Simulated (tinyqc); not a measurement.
Octagonal on-chip spiral inductor, lumped pi model: two steps of the calculation.

Outer diameter do = di + 2 n wd + 2 (n - 1) sp, mean da = (do + di)/2, fill p = (do - di)/(do + di), length l = 3.314 n da. L = 2.25 mu0 n^2 da/(1 + 3.55 p), mu0 = 4 pi 1e-7 H/m. Rs = rho l/(wd delta (1 - exp(-th/delta))), delta = sqrt(rho/(pi f mu0)). Cs = n wd^2 eps0 eo/hu across the coil. At each end Cox = l wd eps0 eo/(2 ho) leads to the substrate branch Rsi = 2 rs he/(l wd) in parallel with Csi = l wd eps0 11.7/(2 he). With one end grounded Y = 1/(Rs + i w L) + i w Cs + 1/[1/(i w Cox) + 1/(1/Rsi + i w Csi)], w = 2 pi f; Q = -Im Y/Re Y. Eddy currents in neighbouring turns and in the substrate are left out.

Inputs (values chosen for the exercise); values of the order met in silicon radio-frequency processes:
```
symbol  value     unit                                     meaning
n         2.5                                      number of turns
wd          4       um                                  line width
sp          2       um                         space between turns
di         80       um                              inner diameter
th        3.4       um                             metal thickness
rho         3  uohm cm                           metal resistivity
ho        5.1       um                        oxide below the coil
hu        1.1       um            oxide between coil and underpass
eo          3                   relative permittivity of the oxide
rs         10   ohm cm                       substrate resistivity
he         30       um  effective spreading depth in the substrate
f         6.6      GHz                                   frequency
```

Constants: eps0 = 8.8541878128e-12 F/m. Results are converted to the units shown.

Problem 1. Geometry and model elements. do, l, L, delta, Rs, Cs, Cox, Rsi and Csi as defined.

Give: do; l; L; delta; Rs; Cs; Cox; Rsi; Csi.

Solution 1.

do = 106.00 um
l = 770.50 um
L = 1.0984 nH
delta = 1.0730 um
Rs = 5.6220 ohm
Cs = 0.96591 fF
Cox = 8.0261 fF
Rsi = 1946.8 ohm
Csi = 5.3213 fF

Problem 2. Admittance, quality factor and apparent inductance. Series branch 1/(Rs + i w L), substrate branch, total Y, Q = -Im Y/Re Y, apparent inductance Im(1/Y)/w, metal-only value w L/Rs, share of the loss in the substrate Re(substrate branch)/Re Y.

L = 1.0983862 nH
Rs = 5.6219937 ohm
Cs = 0.96591140 fF
Cox = 8.0261129 fF
Rsi = 1946.7752 ohm
Csi = 5.3213129 fF

Wanted: series branch; substrate branch; Y; Q; apparent inductance; w L/Rs; share of the loss in the substrate.

Solution 2.

series branch = 2.67-21.62i mS
substrate branch = 0.0998+0.2253i mS
Y = 2.77-21.36i mS
Q = 7.714
apparent inductance = 1.110 nH
w L/Rs = 8.102
share of the loss in the substrate = 3.604 %

Q is 95.2 % of the metal-only value.

Numbers from tinyqc (`OMP_NUM_THREADS=1 python tinyqc.py 2302030 2302031 out.jsonl`; about 0.01 s on one thread of a shared Intel Xeon 2.30GHz).
